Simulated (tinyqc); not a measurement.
Classical nucleation, growth and JMAK kinetics of crystallisation from a melt or glass: one step, computed by the program tinyqc.

A spherical nucleus cap on a flat wall with a sharp interface of isotropic energy gamma; lambda = Omega^(1/3) is the jump distance.

Task: Fraction transformed and grain size. JMAK with steady nucleation and growth, nuclei spread at random: extended fraction X_e = (pi/3) I u^3 t^4, X = 1 - exp(-X_e); t_X = [-3 ln(1 - X)/(pi I u^3)]^(1/4); final grains per volume = Gamma(5/4) (3/pi)^(1/4) (I/u)^(3/4), Gamma(5/4) = 0.9064024771. Grain size = (grains per volume)^(-1/3).

Inputs (values chosen for the exercise, for a model substance): temperature T = 955 K; wall area per volume S_v = 600000 1/m; time t = 0.025 s.

Nucleation: on a flat wall. Driving force: Turnbull (linear).

nucleation rate I = 4.577436e+26 1/(m^3 s)

growth velocity u = 1.991160e-07 m/s

Give: extended fraction; fraction X at t; half time t_0.5; grains per volume; grain size.

Result:

extended fraction = 1.478

fraction X at t = 0.7719

half time t_0.5 = 0.02069 s

grains per volume = 9.407e+24 1/m^3

grain size = 0.004737 micrometre

t is 1.2 half times: the change is under way. Caution: grains come out smaller than the spacing of the walls, so nuclei are not spread at random as JMAK assumes.
